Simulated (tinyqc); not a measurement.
# From T_c back to z J_AA

Model: two-sublattice mean-field magnet: ferrimagnet, compensation points and susceptibility. Computed by tinyqc, a small Python program. Command: `OMP_NUM_THREADS=1 python tinyqc.py 3000601 3000602 out.jsonl ferri inv`. One thread of a shared host (Intel(R) Xeon(R) Processor @ 2.30GHz), about 0.02 s of CPU time with the checks.

A random alloy A(1-x)B(x) with H = -sum over pairs J S_i.S_j. a = <S_A> and b = <S_B> are taken along z, a > 0. Exchange fields: h_A = (1 - x) zJ_AA a + x zJ_AB b, h_B = (1 - x) zJ_AB a + x zJ_BB b; a = S_A B_(S_A)(S_A h_A/(k_B T)) and likewise for b, with the Brillouin function B_S(y) = [(2S + 1)/(2S)] coth[(2S + 1) y/(2S)] - [1/(2S)] coth[y/(2S)].

Inputs (values chosen for the exercise, for a model ferrimagnet):

| quantity | value | unit |
|---|---|---|
| spin S_A | 1.5 | - |
| spin S_B | 3.5 | - |
| fraction x of B sites | 0.43 | - |
| z J_BB | 4 | meV |
| z J_AB | -11 | meV |
| T over T_c | 0.8 | - |

Constants: k_B = 8.617333262e-05 eV/K.

Method. Linearised, T (a, b) = M (a, b) with M_ij = S_i (S_i + 1) c_j zJ_ij/(3 k_B), c_A = 1 - x, c_B = x. T_c is the larger eigenvalue, and its eigenvector gives b/a at onset, (T_c - M_AA)/M_AB.

Problem. A run gave the result below. Find the z J_AA, known to lie between 25 and 56 meV.

T_c = 430.8666 K

Solution.

Each step takes the trial c = (a f_b - b f_a)/(f_b - f_a), f being the result less the target and a, b, c the logarithms of the listed values; c replaces end b, the old b replaces a if the sign of f changed, and otherwise f_a is halved.

Scan of the range:

| z J_AA (meV) | T_c (K) |
|---|---|
| 25.0 | 325.470 |
| 28.6 | 345.399 |
| 32.7 | 369.413 |
| 37.4 | 398.474 |
| 42.8 | 433.591 |
| 49.0 | 475.787 |
| 56.0 | 525.341 |

False position (Illinois rule, in the logarithm of the input) inside the bracket:

| step | end a | end b | trial | T_c (K) |
|---|---|---|---|---|
| 1 | 37.4000 | 42.8000 | 42.3546 | 430.632 |
| 2 | 42.8000 | 42.3546 | 42.3898 | 430.865 |
| 3 | 42.8000 | 42.3898 | 42.3902 | 430.868 |
| 4 | 42.3898 | 42.3902 | 42.3900 | 430.867 |

T_c rises at every point of a 13-point scan of the range (every second point is shown), so one value fits; it is bracketed by 37.4 and 42.8. Answer: z J_AA = 42.39 meV.
